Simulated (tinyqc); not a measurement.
Thermal RC ladder, step response: one step of the calculation.

A ladder of 2 nodes: R_i joins node i to node i + 1, the last R to the ambient; C_i is the heat capacity of node i; theta is the rise above ambient, zero at t = 0. d theta/dt = -A theta + b with b = (Pw/C_1, 0, ...), times in ms.

Question. The rate matrix. A = C^(-1) K, K_ii = 1/R_(i-1) + 1/R_i (no first term for node 1), K_(i,i+1) = K_(i+1,i) = -1/R_i.

Values chosen for this exercise:

| symbol | value | unit | meaning |
|---|---|---|---|
| R | [0.69, 0.53] | K/W | resistances, junction to ambient |
| C | [0.27, 4.2] | mJ/K | heat capacities of the nodes |

Give: A.

Answer.

A (1/ms):
```
	node 1	node 2
node 1	5.368	-5.368
node 2	-0.345	0.794
```

Computed by the program tinyqc: `OMP_NUM_THREADS=1 python tinyqc.py 2520039 2520040 out.jsonl`, one thread of a shared Intel Xeon 2.30GHz, about 0.01 s for the whole run.
